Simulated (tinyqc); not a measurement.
Convergence with the mesh: density of states of one tight-binding band on the simple cubic lattice.

E(k) = -2 t (c1 + c2 + c3) - 4 t2 (c1 c2 + c2 c3 + c3 c1) with ci = cos(2 pi ki); k in fractions of the reciprocal vectors, mesh k_i = j/N with j = 0 .. N-1. Densities are per cell and per spin, so the band holds one state.

Each cube of the mesh, corners numbered 0 to 7 as the binary number (i j l), is cut into six tetrahedra around the diagonal 0-7: 0137, 0157, 0237, 0267, 0457, 0467. For corner energies e1 <= e2 <= e3 <= e4 and eij = ei - ej, the share of the tetrahedron below E is n = (E - e1)^3/(e21 e31 e41) for e1 < E < e2; n = [e21^2 + 3 e21 x + 3 x^2 - (e31 + e42) x^3/(e32 e42)]/(e31 e41) with x = E - e2 for e2 < E < e3; n = 1 - (e4 - E)^3/(e41 e42 e43) for e3 < E < e4; its density of states is g = dn/dE.

Gaussian broadening: g(E) = mean over the mesh of exp(-(E - E_k)^2/(2 sigma^2))/(sigma sqrt(2 pi)), n(E) = mean of erfc((E_k - E)/(sigma sqrt 2))/2.

Parameters, chosen for this exercise:

| symbol | value | unit | meaning |
|---|---|---|---|
| t | 1.83 | eV | nearest hopping |
| t2 | -0.04 | eV | second hopping |
| E | 3.92 | eV | energy at which the density is wanted |
| sigma | 0.915 | eV | Gaussian width |

At the energy E; the plain count is the share of mesh points below E; the reference is the linear method with N = 36.

Results:

| N | points | g linear | n linear | g Gaussian | n Gaussian | n plain count |
|---|---|---|---|---|---|---|
| 4 | 64 | 0.0608 | 0.8496 | 0.0969 | 0.8027 | 0.8906 |
| 6 | 216 | 0.0594 | 0.8271 | 0.0615 | 0.8024 | 0.8472 |
| 8 | 512 | 0.0582 | 0.8183 | 0.0588 | 0.8008 | 0.8301 |
| 12 | 1728 | 0.0572 | 0.8115 | 0.0605 | 0.7986 | 0.8200 |
| 16 | 4096 | 0.0584 | 0.8092 | 0.0605 | 0.7985 | 0.8064 |
| 20 | 8000 | 0.0589 | 0.8082 | 0.0605 | 0.7985 | 0.8049 |

reference n and g: 0.8069  0.0587

The linear n(E) stays within 0.002 of the reference from N = 20 on. The Gaussian g stays within 1 % of its last value from N = 12 on; it tends to the broadened curve, not the true one. At the last mesh it lies +0.002 1/eV from the reference g and the linear g 0.000. The plain count errs by -0.0020 at the last mesh.

Computed by tinyqc, a small Python program: `OMP_NUM_THREADS=1 python tinyqc.py 1681829 1681830 out.jsonl` (the numbers bound the seed that draws the inputs); one thread of a shared host (Intel(R) Xeon(R) Processor @ 2.30GHz), about 0.3 s for the whole set of steps.
